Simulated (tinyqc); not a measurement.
# Floating body of a partially depleted SOI transistor: body voltage and kink: effects of single changes

Source at 0 V. Channel current Ic = 2 nf K Vt^2 [F(0) - F(Vd)](1 + la Vd), F(V) = ln^2(1 + exp((Vg - VT - nf V)/(2 nf Vt))), VT = VT0 - gb Vb. Saturation voltage Vs = 2 Vt sqrt(F(0)) + 3 Vt, excess Ve = (Vd - Vs + sqrt((Vd - Vs)^2 + 0.0004 V^2))/2, multiplication M1 = Ai Ve exp(-Bl/Ve). Each junction passes D(v) = J1 (exp(v/Vt) - 1) + J2 (exp(v/(2 Vt)) - 1). Bipolar current Ib = bb J1 (exp(Vb/Vt) - 1). The body settles where M1 (Ic + Ib) = D(Vb) + D(Vb - Vd) + Vb/Rb; drain current Id = (1 + M1)(Ic + Ib) - D(Vb - Vd).

Parameters, values chosen for the exercise; values of the order met in partially depleted silicon-on-insulator transistors:
- T = 300 K (temperature)
- VT0 = 0.47 V (threshold at zero body voltage)
- gb = 0.13 (fall of the threshold per volt of body voltage)
- nf = 1.17 (slope factor)
- K = 150 uA/(V^2 um) (gain factor per width)
- la = 0.08 1/V (channel-length modulation factor)
- Ai = 2.3 1/V (impact-ionisation prefactor)
- Bl = 7.9 V (impact-ionisation voltage)
- J1 = 5.2e-13 uA/um (diffusion saturation current of each junction)
- J2 = 2.4e-8 uA/um (recombination saturation current of each junction)
- bb = 0 (gain of the lateral bipolar transistor on the diffusion current)
- Rb = 1e9 kohm um (resistance of a weak body tie to the source (1e9 stands for no tie, and the term is then dropped))
- Vg = 0.77 V (gate voltage)
- Vd = 1.6 V (drain voltage)

Constants: q = 1.602176634e-19 C, kB = 1.380649e-23 J/K, Vt = kB T/q. Results are converted to the units shown.

Each table varies one quantity; the others keep the values above.

## Output curve and kink

Rows with more than one solution for Vb (latch) are left out; dId/dVd by a forward difference over 1e-4 V, swing = 1e-4 V over the change of log10 Id; M1 under 1e-12 is printed as 0.

Output curve and kink:

| Vd (V) | Vb (V) | M1 | Id, floating (uA/um) | Id, grounded (uA/um) | ratio | dId/dVd, floating (uS/um) | dId/dVd, grounded (uS/um) |
|---|---|---|---|---|---|---|---|
| 1 | 0.3798 | 4.540e-6 | 8.460 | 6.248 | 1.354 | 6.984 | 0.4641 |
| 1.16 | 0.5052 | 6.192e-5 | 9.375 | 6.323 | 1.483 | 4.513 | 0.4737 |
| 1.32 | 0.5752 | 4.035e-4 | 9.965 | 6.401 | 1.557 | 3.062 | 0.5071 |
| 1.48 | 0.6190 | 0.001619 | 10.40 | 6.488 | 1.603 | 2.476 | 0.5831 |
| 1.64 | 0.6502 | 0.004701 | 10.78 | 6.591 | 1.635 | 2.285 | 0.7163 |
| 1.8 | 0.6740 | 0.01093 | 11.14 | 6.720 | 1.658 | 2.338 | 0.9139 |

Vb rises from 0.380 to 0.674 V and the ratio of the currents rises from 1.35 to 1.66. The output conductance with a floating body exceeds the grounded value by the largest factor among the rows, 15.0, at Vd = 1 V, where Vb = 0.380 V and M1 = 4.54e-6.

## Transfer curve and swing

Same model as above.

Transfer curve and swing:

| Vg (V) | Vb (V) | M1 | Id, floating (uA/um) | Id, grounded (uA/um) | ratio | swing, floating (mV/decade) | swing, grounded (mV/decade) |
|---|---|---|---|---|---|---|---|
| 0.02 | 0.03805 | 0.01953 | 1.338e-7 | 1.172e-7 | 1.141 | 84.08 | 87.57 |
| 0.12 | 0.08191 | 0.01952 | 3.629e-6 | 2.561e-6 | 1.417 | 61.05 | 70.41 |
| 0.22 | 0.2652 | 0.01942 | 2.110e-4 | 6.833e-5 | 3.088 | 55.44 | 70.23 |
| 0.32 | 0.4603 | 0.01871 | 0.01113 | 0.001746 | 6.374 | 63.68 | 72.50 |
| 0.42 | 0.5710 | 0.01603 | 0.2243 | 0.03549 | 6.320 | 97.59 | 83.12 |
| 0.52 | 0.6173 | 0.01171 | 1.371 | 0.3800 | 3.607 | 170.2 | 119.4 |
| 0.62 | 0.6362 | 0.007743 | 3.989 | 1.753 | 2.276 | 272.3 | 193.9 |
| 0.72 | 0.6428 | 0.004798 | 8.095 | 4.587 | 1.765 | 386.2 | 294.8 |
| 0.82 | 0.6422 | 0.002786 | 13.63 | 8.906 | 1.530 | 503.5 | 406.1 |

Vb goes from 0.0381 through a maximum of 0.643 (at Vg = 0.72 V among the rows listed) to 0.642 V. The smallest swing among the rows is 55.4 mV a decade with a floating body (at Vg = 0.22 V) and 70.2 with a grounded one; Vt ln 10 = 59.5. The floating swing is smaller by more than 3 % for Vg = 0.02, 0.12, 0.22, 0.32 V, where the rising Vb lowers the threshold as Vg rises. In the first row the floating body raises the current by a factor of 1.14.

Range of the model: The multiplication law is an empirical form chosen for the exercise; self-heating and capacitive coupling to the body are left out, and the linear laws are rough once Vb passes about 0.7 V or M1 about 0.1.

Computed by the program tinyqc: `OMP_NUM_THREADS=1 python tinyqc.py 2182062 2182063 out.jsonl`, one thread of a shared Intel Xeon 2.30GHz, about 0.2 s for the whole run.
